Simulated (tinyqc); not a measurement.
# Scale length and barrier from the threshold roll-off

Question. For L well above Lambda the threshold falls by 2 m sqrt(A (A + Vds)) exp(-pi L/(2 Lambda)), A being the height of the source potential over the barrier top; the two values follow this form. Find Lambda and A.

Inputs (values chosen for the exercise):
```
symbol,value,unit,meaning
m,1.19,,long-channel body factor
Vds,0.7,V,drain voltage
```

threshold lowering at L = 38 and 60 nm (mV): [78.585860, 12.545133]

Solution. The ratio of the two values gives Lambda; the prefactor gives A (A + Vds), a quadratic with one positive root.

Lambda = 18.83 nm
A = 0.5100 V

Numbers from tinyqc (`OMP_NUM_THREADS=1 python tinyqc.py 2420029 2420030 out.jsonl`; about 0.01 s on one thread of a shared Intel Xeon 2.30GHz).
